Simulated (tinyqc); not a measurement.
Tight binding, honeycomb lattice, step by step. Computed by tinyqc, a small Python program that keeps every step. Settings: t1 = 2.38, t2 = 0, phi = 0, delta = 0, points = 5. Command: `OMP_NUM_THREADS=1 python tinyqc.py 26262 26263 out.jsonl` (the two numbers bound the seeds that draw the settings). One thread of a shared host (Intel(R) Xeon(R) Processor @ 2.60GHz), about 0.01 s of CPU time with the checks.

## Bloch Hamiltonian at k

Parameters chosen for this model:
```
parameter     value                        unit
t1         2.380000                 eV, nearest
t2                0       eV, second neighbours
phi               0  rad, phase of t2 (Haldane)
delta             0          eV, +/- on A and B
```

k point k (fractions of the reciprocal vectors): [-0.050000, 0.330000]

H_AB = -t1 (1 + exp(-i k.a1) + exp(-i k.a2)); H_AA = delta - 2 t2 sum cos(k.b + phi), H_BB = -delta - 2 t2 sum cos(k.b - phi), b = a1, a2 - a1, -a2.

H(k) at k (eV), order A, B:
```
[[0.000000, -3.496941+1.350149i],
 [-3.496941-1.350149i, 0.000000]]
```

## Levels at k

Diagonalise the Hermitian matrix.

eigenvalues (eV): [-3.748533, 3.748533]

weights |c|^2 of the basis functions, order A, B:
```
[[0.500000, 0.500000],
 [0.500000, 0.500000]]
```

## Bloch Hamiltonian at K

k point K (fractions of the reciprocal vectors): [0.333333, 0.666667]

As before.

H(k) at K (eV), order A, B:
```
[[0.000000, 0.000000],
 [0.000000, 0.000000]]
```

## Levels at K

As before.

eigenvalues (eV): [0.000000, 0.000000]

## Bands along a path

The same steps at evenly spaced points between the labelled ones.

Bands along the path (eV):
```
k             band 1    band 2
G          -7.140000  7.140000
G-K 0.25   -6.502281  6.502281
G-K 0.50   -4.760000  4.760000
G-K 0.75   -2.380000  2.380000
K                  0         0
K-M 0.25   -0.985828  0.985828
K-M 0.50   -1.742281  1.742281
K-M 0.75   -2.217807  2.217807
M          -2.380000  2.380000
M-K' 0.25  -2.217807  2.217807
M-K' 0.50  -1.742281  1.742281
M-K' 0.75  -0.985828  0.985828
K'                 0         0
```

With 1 band(s) filled, the highest filled level on these points lies at K and the lowest empty one at K: the bands touch or overlap, so there is no gap.
